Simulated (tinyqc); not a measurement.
MOSFET in the linear regime without short-channel effects, parameter extraction from computed curves: extraction methods against the first mobility attenuation factor.

Inversion charge Q = Cox n Vt W0(exp((Vg - VT)/(n Vt))), W0 the Lambert function and n = nf; u = Q/Cox; mobility mu = mu0/(1 + th1 u + th2 u^2); channel resistance Rch = (L - dL)/(W mu Q); Id = Vd/(Rch + Rsd/W). Cox = eps0 eox/tox. Small Vd, no channel-length or drain effects.

From the continuous curve Id(Vg): tangent at peak gm (V_ext = Vg - Id/gm); constant current Id = 0.1 uA W/L; peak of d2Id/dVg2; Y = Id/sqrt(gm) drawn through Vg = VT + 0.6 and VT + 0.8 V, with intercept VT_Y and slope s. Mobilities gm,max L/(W Cox Vd) and s^2 L/(W Cox Vd) with the drawn L. Last column: share of Rsd/W in the total resistance at VT + 0.8 V.

Values chosen for this exercise; channel values of the order met in silicon transistors: temperature T = 400 K; relative permittivity of the gate insulator (close to silicon dioxide) eox = 3.9; insulator thickness tox = 6.3 nm; low-field mobility mu0 = 300 cm^2/(V s); second mobility attenuation factor th2 = 0 1/V^2; threshold voltage VT = 0.45 V; body factor nf = 1.29; gate width W = 0.5 um; drawn gate length L = 0.09 um; drawn less effective length dL = 0.012 um; source plus drain resistance Rsd = 200 ohm um; drain voltage Vd = 0.02 V.

Constants: q = 1.602176634e-19 C, kB = 1.380649e-23 J/K, Vt = kB T/q, eps0 = 8.8541878128e-14 F/cm where lengths are in cm. Results are converted to the units shown.

Result of one run:
columns A: V_ext (V); B: constant current (V); C: second derivative (V); D: VT_Y (V); E: mobility from gm (cm^2/(V s)); F: mobility from Y (cm^2/(V s)); G: series share (%)
```
A          B      C      D    E    F     G
0.418  0.456  0.425  0.496  178  299  13.6
```

Which first mobility attenuation factor th1 gave this result: 0, 0.4, 0.6, 0.8 or 1.2 1/V?

th1 = 1.2 1/V.

The whole series:
columns A: th1 (1/V); B: V_ext (V); C: constant current (V); D: second derivative (V); E: VT_Y (V); F: mobility from gm (cm^2/(V s)); G: mobility from Y (cm^2/(V s)); H: series share (%)
```
A        B      C      D      E    F    G     H
0    0.452  0.454  0.436  0.496  241  299  22.3
0.2  0.443  0.454  0.434  0.496  225  299  20.1
0.4  0.436  0.455  0.432  0.496  212  299  18.4
0.6  0.430  0.455  0.430  0.496  201  299  16.9
0.8  0.426  0.455  0.428  0.496  192  299  15.6
1    0.422  0.456  0.427  0.496  184  299  14.6
1.2  0.418  0.456  0.425  0.496  178  299  13.6
```

The model has VT = 0.45 V and mu0 = 300 cm^2/(V s). Over the table the extracted thresholds move by 34 mV (tangent), 2.3 mV (constant current), 11 mV (second derivative), under 0.5 mV (Y function). The mobility from gm falls from 241 to 178 and that from Y stays near 299 cm^2/(V s).

tinyqc, about 0.01 s, one thread, Intel Xeon 2.30GHz (shared host): `OMP_NUM_THREADS=1 python tinyqc.py 2210027 2210028 out.jsonl`
